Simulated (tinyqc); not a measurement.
## Segment and feed resistance from two drops

Question. A rail is fed at one end through Rq; K loads of Ij follow, each after a segment Rs. The drop at load j is K Ij Rq + Rs Ij sum_(l=1..j) (K - l + 1). Find Rs, Rq and the worst drop, at the middle, if the rail were fed through Rq at both ends: K Ij Rq/2 + Rs Ij K^2/8 with the load taken as continuous.

Values chosen for this exercise: number of equal loads K = 23; current of each load Ij = 0.39 mA.

drops at the first and at the last load (mV): [1.3185900, 10.297560]

Answer. The difference of the two drops is Rs Ij K (K - 1)/2, which gives Rs; the first drop then gives Rq.

Rs = 0.0910 ohm
Rq = 0.0560 ohm
drop at the middle with two feeds = 2.60 mV

Computed by the program tinyqc: `OMP_NUM_THREADS=1 python tinyqc.py 2770188 2770189 out.jsonl`, one thread of a shared Intel Xeon 2.30GHz, about 0.08 s for the whole run.
